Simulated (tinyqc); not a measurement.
# Undoped symmetric double-gate MOSFET, analytic potential model, step by step

Program tinyqc, `OMP_NUM_THREADS=1 python tinyqc.py 2440118 2440119 out.jsonl`; Intel Xeon 2.30GHz, shared host, one thread, about 0.03 s. Printed values are rounded.

An undoped body of thickness ts between two equal insulators and tied gates; long channel, electrons only, n = ni exp((psi - V)/Vt) with V the quasi-Fermi potential (0 at the source, Vd at the drain), constant mobility, no quantisation. Across the body psi(x) = V - 2 Vt ln[(ts/(2 beta)) sqrt(q ni/(2 eps0 eps_r Vt)) cos(2 beta x/ts)], x from the centre. Q is the electron charge per area of the whole body.

Inputs (values chosen for the exercise); material values close to those of silicon: temperature T = 350 K; band gap Eg = 1.13 eV; relative permittivity of the semiconductor eps_r = 11.9; conduction-band density of states at T Nc = 3.52e19 cm^-3; valence-band density of states at T Nv = 3.33e19 cm^-3; relative permittivity of the gate insulator eox = 7.58; insulator thickness tox = 4.5 nm; body thickness ts = 12 nm; gate work function less that of the intrinsic body dphi = -0.01 V; channel mobility mu = 190 cm^2/(V s); gate length L = 2 um; gate voltage Vg = 1.2 V; drain voltage Vd = 0.3 V.

Constants: q = 1.602176634e-19 C, kB = 1.380649e-23 J/K, Vt = kB T/q, eps0 = 8.8541878128e-14 F/cm where lengths are in cm. Results are converted to the units shown.

Range of the model: The surface density at the source passes 0.3 Nc, where Boltzmann statistics fail.

## Constants of the body

ni = sqrt(Nc Nv) exp(-Eg/(2 Vt)), Eg in volts; r = eps_r tox/(eox ts); V0 = dphi + 2 Vt ln[(2/ts) sqrt(2 eps0 eps_r Vt/(q ni))].

ni = 2.50525e11 cm^-3
r = 0.588720
V0 = 0.451361 V

## Iteration 1: beta at the source by Newton steps

beta at the start = 1.4

With V = 0: f = ln(beta) - ln(cos beta) + 2 r beta tan(beta) - (Vg - V0)/(2 Vt); f' = 1/beta + tan(beta) + 2 r [tan(beta) + beta/cos^2(beta)]; beta(new) = beta - f/f'.

f = -0.744902
f' = 70.3995
beta after iteration 1 = 1.41058

## Iteration 2: beta at the source by Newton steps

As before.

f = 0.0463400
f' = 79.4434
beta after iteration 2 = 1.41000

## Course of the iteration: beta at the source by Newton steps

Stop when beta changes by less than 1e-11, or after 40 iterations. beta must stay between 0 and pi/2.

Course of the iteration:
```
iteration     beta  |change|
1          1.41058    0.0106
2          1.41000   5.83e-4
3          1.41000   2.02e-6
4          1.41000  2.40e-11
5          1.41000         0
```

Converged in 5 iterations. At the end the number of correct digits about doubles with each step.

## Charges and drain current

beta_s = 1.41000
beta_d = 1.31101

beta (between 0 and pi/2) solves (Vg - V0 - V)/(2 Vt) = ln(beta) - ln(cos beta) + 2 r beta tan(beta). Q = 8 eps0 eps_r Vt beta tan(beta)/ts; I = mu (1/L)(4 eps0 eps_r/ts)(2 Vt)^2 [g(beta_s) - g(beta_d)] per width, g = beta tan(beta) - beta^2/2 + r beta^2 tan^2(beta), with beta_s at V = 0 and beta_d at V = Vd.

Qs = 1841.66 nC/cm^2
Qd = 1044.96 nC/cm^2
g(beta_s) = 52.1863
g(beta_d) = 18.3954
I = 41.0242 uA/um

The term r beta^2 tan^2(beta), which gives the square law, makes up 85.2 % of g at the source.

## Potential and electron density across the body at the source

x/ts, point 0 to 6: [0, 0.1, 0.2, 0.3, 0.4, 0.45, 0.5]

psi(x) as above with V = 0 and beta = beta_s; n = ni exp(psi/Vt).

psi, point 0 to 6 (V): [0.482086, 0.484517, 0.492237, 0.506879, 0.533211, 0.555269, 0.592589]
n, point 0 to 6 (cm^-3): [2.19073e18, 2.37462e18, 3.06724e18, 4.98405e18, 1.19329e19, 2.47957e19, 8.54595e19]

The density at the surface is 39.0 times that at the centre (1/cos^2 beta). It reaches 2.4 Nc, where Boltzmann statistics overestimate it.
